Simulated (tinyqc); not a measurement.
Worked calculation: sp3 tight binding, zinc-blende lattice. One step of it, computed by the program tinyqc.

Task: Bloch Hamiltonian at k. Slater-Koster rules over the four bonds with direction cosines (l, m, n): ss V_ss; s-px l V_sp; px-s -l V_sp; px-px l^2 V_pps + (1 - l^2) V_ppp; px-py l m (V_pps - V_ppp); each times exp(i k.d).

Parameters chosen for this model: zinc-blende lattice, anion at 0, cation at a/4 (1,1,1); V = eta hbar^2 / (m d^2), hbar^2/m = 7.619964 eV angstrom^2:

| parameter | value | unit |
|---|---|---|
| a | 5.930000 | angstrom |
| d | 2.567765 | angstrom |
| Es anion | -17.770000 | eV |
| Ep anion | -9.760000 | eV |
| Es cation | -9.810000 | eV |
| Ep cation | -5.600000 | eV |
| eta ss | -1.400000 |  |
| eta sp | 1.840000 |  |
| eta pp sigma | 3.240000 |  |
| eta pp pi | -0.810000 |  |
| V ss | -1.617969 | eV |
| V sp | 2.126474 | eV |
| V pp sigma | 3.744443 | eV |
| V pp pi | -0.936111 | eV |

k point k (2 pi / a): 0.140000  -0.740000  0.580000

Give: H(k) at k.

Result:

H(k) at k (eV):
```
                  a s             a px            a py             a pz
a s          -17.7700           0.0000          0.0000           0.0000
a px           0.0000          -9.7600          0.0000           0.0000
a py           0.0000           0.0000         -9.7600           0.0000
a pz           0.0000           0.0000          0.0000          -9.7600
c s   -1.5374+1.0238i  -3.4755+0.2608i  0.3362-2.6958i  -0.6026+1.5040i
c px   3.4755-0.2608i   0.5930-0.3949i  0.7658-1.9112i  -0.4272+3.4259i
c py  -0.3362+2.6958i   0.7658-1.9112i  0.5930-0.3949i   4.4166-0.3314i
c pz   0.6026-1.5040i  -0.4272+3.4259i  4.4166-0.3314i   0.5930-0.3949i

                  c s             c px             c py             c pz
a s   -1.5374-1.0238i   3.4755+0.2608i  -0.3362-2.6958i   0.6026+1.5040i
a px  -3.4755-0.2608i   0.5930+0.3949i   0.7658+1.9112i  -0.4272-3.4259i
a py   0.3362+2.6958i   0.7658+1.9112i   0.5930+0.3949i   4.4166+0.3314i
a pz  -0.6026-1.5040i  -0.4272-3.4259i   4.4166+0.3314i   0.5930+0.3949i
c s           -9.8100           0.0000           0.0000           0.0000
c px           0.0000          -5.6000           0.0000           0.0000
c py           0.0000           0.0000          -5.6000           0.0000
c pz           0.0000           0.0000           0.0000          -5.6000
```
